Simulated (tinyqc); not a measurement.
Inside a calculation. Method: Pariser-Parr-Pople SCF with singles CI, for the molecule O=CC1=Cc2ccccc21 (SMILES; centres numbered as the heavy atoms are written). One step of it, computed by the program tinyqc.

Task: PPP integrals. Ohno: gamma = 14.399645/sqrt(R^2 + a^2), a = 2 x 14.399645/(gamma_rr + gamma_ss); H_rr = -W_r - sum_(s != r) z_s gamma_rs; H_rs = beta for bonds.

Centres (angstrom, eV; a flat drawing with bonds scaled to 1.40 angstrom):
```
centre          x          y  core charge z          W   gamma_rr
1O      -3.048000   1.202000              1  17.700000  15.200000
2C      -2.683000  -0.149000              1  11.160000  11.130000
3C      -1.330000  -0.509000              1  11.160000  11.130000
4C      -0.627000  -1.720000              1  11.160000  11.130000
5C       0.584000  -1.018000              1  11.160000  11.130000
6C       1.984000  -1.015000              1  11.160000  11.130000
7C       2.681000   0.199000              1  11.160000  11.130000
8C       1.979000   1.410000              1  11.160000  11.130000
9C       0.579000   1.407000              1  11.160000  11.130000
10C     -0.119000   0.193000              1  11.160000  11.130000
```

Resonance integrals (eV):
```
i    j       beta
1    2  -2.510000
2    3  -2.390000
3    4  -2.390000
4    5  -2.390000
5    6  -2.390000
6    7  -2.390000
7    8  -2.390000
8    9  -2.390000
9   10  -2.390000
10   3  -2.390000
10   5  -2.390000
```

Give: repulsion gamma_rs; core matrix H.

Result:

repulsion gamma_rs (eV):
```
          1O       2C       3C       4C       5C       6C       7C       8C
1O   15.2000   8.1071   5.4135   3.6463   3.2764   2.5684   2.4332   2.7967
2C    8.1071  11.1300   7.5536   4.9775   3.9781   2.9269   2.6045   2.8328
3C    5.4135   7.5536  11.1300   7.5531   6.0870   4.0073   3.3695   3.5660
4C    3.6463   4.9775   7.5531  11.1300   7.5546   4.8030   3.5667   3.3696
5C    3.2764   3.9781   6.0870   7.5546  11.1300   7.5539   5.2398   4.6682
6C    2.5684   2.9269   4.0073   4.8030   7.5539  11.1300   7.5543   5.2390
7C    2.4332   2.6045   3.3695   3.5667   5.2398   7.5543  11.1300   7.5546
8C    2.7967   2.8328   3.5660   3.3696   4.6682   5.2390   7.5546  11.1300
9C    3.7955   3.7512   4.8028   4.0082   5.2390   4.6684   5.2400   7.5539
10C   4.3830   4.9788   7.5546   6.0896   7.5531   5.2386   4.6685   5.2383

          9C      10C
1O    3.7955   4.3830
2C    3.7512   4.9788
3C    4.8028   7.5546
4C    4.0082   6.0896
5C    5.2390   7.5531
6C    4.6684   5.2386
7C    5.2400   4.6685
8C    7.5539   5.2383
9C   11.1300   7.5528
10C   7.5528  11.1300
```

core matrix H (eV):
```
           1O        2C        3C        4C        5C        6C        7C        8C
1O   -54.1200   -2.5100    0.0000    0.0000    0.0000    0.0000    0.0000    0.0000
2C    -2.5100  -52.8705   -2.3900    0.0000    0.0000    0.0000    0.0000    0.0000
3C     0.0000   -2.3900  -61.0672   -2.3900    0.0000    0.0000    0.0000    0.0000
4C     0.0000    0.0000   -2.3900  -56.7286   -2.3900    0.0000    0.0000    0.0000
5C     0.0000    0.0000    0.0000   -2.3900  -62.3099   -2.3900    0.0000    0.0000
6C     0.0000    0.0000    0.0000    0.0000   -2.3900  -55.7197   -2.3900    0.0000
7C     0.0000    0.0000    0.0000    0.0000    0.0000   -2.3900  -53.3909   -2.3900
8C     0.0000    0.0000    0.0000    0.0000    0.0000    0.0000   -2.3900  -53.9790
9C     0.0000    0.0000    0.0000    0.0000    0.0000    0.0000    0.0000   -2.3900
10C    0.0000    0.0000   -2.3900    0.0000   -2.3900    0.0000    0.0000    0.0000

           9C       10C
1O     0.0000    0.0000
2C     0.0000    0.0000
3C     0.0000   -2.3900
4C     0.0000    0.0000
5C     0.0000   -2.3900
6C     0.0000    0.0000
7C     0.0000    0.0000
8C    -2.3900    0.0000
9C   -57.7718   -2.3900
10C   -2.3900  -64.4172
```
